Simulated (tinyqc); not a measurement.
# Chip with leakage that grows with temperature, electro-thermal loop and runaway: effects of single changes

One temperature T for the device, T = T0 + Rth P(T), with P(T) = Pd + Pl (T/300 K)^2 exp[(q Ea/kB)(1/(300 K) - 1/T)]. The loop gain is Rth dP/dT; a solution is thermally stable when it is below one.

Parameters, values chosen for the exercise: ambient temperature T0 = 360 K; temperature-independent switching power Pd = 33 W; leakage power at 300 K Pl = 0.0754 W; activation energy of the leakage Ea = 0.41 eV; thermal resistance Rth = 0.89 K/W.

Constants: q = 1.602176634e-19 C, kB = 1.380649e-23 J/K. Results are converted to the units shown.

Each table varies one quantity; the others keep the values above.

## Effect of the leakage power at 300 K

P'(T) = (P - Pd)(2/T + q Ea/(kB T^2)), G = Rth P'. T is the lowest solution and Tu the next, unstable one.

Results:
```
Pl (W)	T (K)	P (W)	G	Tu (K)
0.0063	389.7	33.41	0.01329	718.0
0.0094	389.9	33.62	0.01995	675.6
0.014	390.2	33.93	0.02997	637.1
0.031	391.3	35.13	0.06866	569.3
0.046	392.3	36.28	0.1052	539.0
0.069	394.0	38.24	0.1666	509.4
0.1	396.8	41.39	0.2632	482.8
0.15	403.5	48.84	0.4820	451.8
```

Estimate the missing row, Pl = 0.021 W.

Computed row:
```
Pl (W)	T (K)	P (W)	G	Tu (K)
0.021	390.6	34.41	0.04558	601.2
```

With this row back in the table: As Pl goes from 0.0063 to 0.15 W, T rises from 389.7 to 403.5 K, the power rises from 33.4 to 48.8 W and the loop gain rises from 0.0133 to 0.482. The gap between the stable and unstable solutions goes from 328 to 48.3 K. At Pl = 0.23 W no solution is left within 900 K of T0: thermal runaway.

## Effect of the ambient temperature

Same model as above.

Results:
```
T0 (K)	T (K)	P (W)	G	Tu (K)
300	329.7	33.38	0.01686	528.9
312	342.0	33.69	0.02843	524.9
324	354.4	34.20	0.04658	520.5
336	367.2	35.06	0.07461	515.5
348	380.5	36.47	0.1177	509.8
360	394.6	38.84	0.1851	503.0
384	430.1	51.76	0.5072	481.3
```

Estimate the missing row, T0 = 372 K.

Computed row:
```
T0 (K)	T (K)	P (W)	G	Tu (K)
372	410.3	43.02	0.2954	494.3
```

With this row back in the table: As T0 goes from 300 to 384 K, T rises from 329.7 to 430.1 K, the power rises from 33.4 to 51.8 W and the loop gain rises from 0.0169 to 0.507. The gap between the stable and unstable solutions goes from 199 to 51.3 K. At T0 = 396 K no solution is left within 900 K of T0: thermal runaway. At T0 = 384 K T passes 425 K, beyond usual operating limits.

Program tinyqc, `OMP_NUM_THREADS=1 python tinyqc.py 2520132 2520133 out.jsonl`; Intel Xeon 2.30GHz, shared host, one thread, about 0.01 s.
